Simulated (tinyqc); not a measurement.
# Berg model of reactive sputtering of a nitride or oxide: poisoning, hysteresis and pumping speed, step by step

A worked calculation. Computed by tinyqc, a small Python program that keeps every step. Command: `OMP_NUM_THREADS=1 python tinyqc.py 3024689 3024690 out.jsonl berg walk`. One thread of a shared host (Intel(R) Xeon(R) Processor @ 2.30GHz), about 0.03 s of CPU time with the checks. Intermediate numbers are printed to about 6 digits and carried at full precision; extremes and crossings named in words are read from the listed rows.

A diatomic gas reacts with bare metal on the target and on the collecting surfaces; ions remove metal and compound from the target. theta_t and theta_c are the compound fractions.

Inputs (values chosen for the exercise, close to those used for tantalum nitride):

| quantity | value | unit |
|---|---|---|
| ion current density J | 30 | mA/cm^2 |
| target area A_t | 95 | cm^2 |
| collecting area A_c | 3800 | cm^2 |
| metal yield Y_m | 0.6 | - |
| compound yield Y_c | 0.21 | - |
| sticking coefficient alpha | 0.12 | - |
| reactive atoms per metal atom z | 1 | - |
| gas mass M | 28 | u |
| pumping speed S | 530 | l/s |
| gas temperature T | 300 | K |
| reactive partial pressure P | 0.0046 | Pa |

Constants: e = 1.602176634e-19 C; u = 1.6605390666e-27 kg; k_B = 1.380649e-23 J/K.

## Steady state at the pressure P

Ion flux j = J/e; gas flux F = P/sqrt(2 pi M k_B T). Target: (2/z) alpha F (1 - theta_t) = j Y_c theta_t. Sputtered flows F_c = j Y_c theta_t A_t, F_m = j Y_m (1 - theta_t) A_t. Collector: (2/z) alpha F (1 - theta_c) A_c + F_c (1 - theta_c) = F_m theta_c. Gas use Q = alpha F [(1 - theta_t) A_t + (1 - theta_c) A_c] + P S/(k_B T); 1 sccm = 4.4780e17 molecules/s. Rate R = F_m + F_c, given relative to j Y_m A_t.

ion flux j = 1.87245e+17 1/(cm^2 s)

gas flux F = 1.32240e+16 1/(cm^2 s)

theta_t = 0.0746849

theta_c = 0.555444

gas use (sccm): target 0.31151, collector 5.98645, pump 1.31445

total flow Q = 7.61241 sccm

rate relative to clean metal = 0.951455

The target is mostly metallic. The film is 55.5 % compound.

## Critical pumping speed

P is a single-valued function of the flow Q only if dQ/dP > 0 everywhere: S must exceed k_B T times the steepest fall of the surface terms with P.

pressure of the steepest fall = 0.0421909 Pa

critical pumping speed = 52.4865 l/s

S is 10.10 times the critical value: no hysteresis.

## Flow curve at three pumping speeds

The formulas are those given above.

Pressure as the free variable:

| P (Pa) | theta_t | theta_c | relative rate | Q at S_c/4 (sccm) | Q at S_c (sccm) | Q at 2 S_c (sccm) |
|---|---|---|---|---|---|---|
| 0.0021 | 0.035538 | 0.353907 | 0.976900 | 4.13499 | 4.1796 | 4.2390 |
| 0.0042 | 0.068636 | 0.531297 | 0.955386 | 6.07877 | 6.1679 | 6.2868 |
| 0.0084 | 0.128456 | 0.707530 | 0.916504 | 7.78714 | 7.9654 | 8.2031 |
| 0.0150 | 0.208356 | 0.825985 | 0.864568 | 8.61639 | 8.9347 | 9.3592 |
| 0.0250 | 0.304907 | 0.899886 | 0.801810 | 8.77552 | 9.3061 | 10.0136 |
| 0.0420 | 0.424276 | 0.947858 | 0.724220 | 8.47774 | 9.3691 | 10.5577 |
| 0.0680 | 0.544034 | 0.973720 | 0.646378 | 7.98160 | 9.4248 | 11.3491 |
| 0.1100 | 0.658714 | 0.987631 | 0.571836 | 7.50856 | 9.8432 | 12.9560 |
| 0.1700 | 0.748925 | 0.994061 | 0.513199 | 7.28221 | 10.8902 | 15.7009 |
| 0.3400 | 0.856440 | 0.998290 | 0.443314 | 7.67934 | 14.8954 | 24.5168 |

At S_c/4 the flow falls with pressure in 4 of the intervals: as the target poisons, less metal arrives to getter the gas. At 2 S_c it rises throughout. Coverages and rate depend on P alone, not on S. The collector converts before the target (theta_c = 0.90 at theta_t = 0.30), since the metal is spread over a larger area and no ions clean it. The rate tends to Y_c/Y_m = 0.350.

Checks made by the program: gas taken up by surfaces against gas bound in the growing film (relative difference below 1e-10).
